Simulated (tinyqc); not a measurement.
Schottky barrier on an n-type semiconductor, non-linear Poisson equation by Newton steps: one step of the calculation.

One dimension, metal at x = 0, donor density C(x) = Nd, uniform. Energies are counted from the electron Fermi level of the semiconductor and the conduction-band edge is Ec = -psi, so n = Nc exp(psi/Vt); holes follow the Fermi level of the metal, at -V, so p = Nv exp((V - psi - Eg)/Vt). Ends: psi(0) = V - phiB and psi = Vt ln(Nd/Nc) deep inside. Boltzmann statistics, full ionisation, no current, no image force in the Poisson equation.

Problem. Newton step. Solve the tridiagonal system a_(i-1) d_(i-1) + b_i d_i + a_i d_(i+1) = -F_i for nodes 1 to 11, with d = 0 on fixed nodes. The full step is added.

Inputs (values chosen for the exercise): temperature T = 300 K.

Constants: q = 1.602176634e-19 C, kB = 1.380649e-23 J/K, Vt = kB T/q. Results are converted to the units shown.

coupling a_i, interval 0 to 11 (F/cm^2): 4.1504005e-6  3.5416751e-6  3.0531682e-6  2.5540926e-6  2.2135470e-6  1.8973260e-6  1.6196685e-6  1.3834668e-6  1.1753347e-6  1.0061577e-6  8.6242089e-7  7.4613942e-7

```
node  diagonal b (F/cm^2)  residual F (C/cm^2)
1           -7.6921145e-6        1.8189955e-13
2           -6.5950509e-6       -5.2402475e-12
3           -5.6099745e-6       -7.0138870e-11
4           -4.8016355e-6       -8.7886059e-10
5           -4.4105846e-6        -7.7481453e-9
6           -4.9524026e-6        -3.5156061e-8
7           -5.4852325e-6        -1.6319549e-8
8           -5.4731740e-6        2.9306588e-17
9           -5.5978620e-6        3.4354613e-17
10          -5.8566672e-6        4.0103752e-17
11          -6.2380898e-6        4.6554006e-17
```

psi at the start, node 0 to 12 (V): -0.43000000  -0.37095007  -0.30882499  -0.24632363  -0.18508842  -0.13267230  -0.09622001  -0.08614415  -0.08614415  -0.08614415  -0.08614415  -0.08614415  -0.08614415

Give: Newton step d; psi after iteration 1.

Solution.

Newton step d, node 1 to 11 (V): -0.001871  -0.004063  -0.006605  -0.009623  -0.012856  -0.014575  -0.007801  -0.002068  -0.000448  -0.000079  -0.000011
psi after iteration 1, node 0 to 12 (V): -0.43000  -0.37282  -0.31289  -0.25293  -0.19471  -0.14553  -0.11080  -0.09394  -0.08821  -0.08659  -0.08622  -0.08616  -0.08614

Program tinyqc, `OMP_NUM_THREADS=1 python tinyqc.py 2020147 2020148 out.jsonl`; Intel Xeon 2.30GHz, shared host, one thread, about 0.06 s.
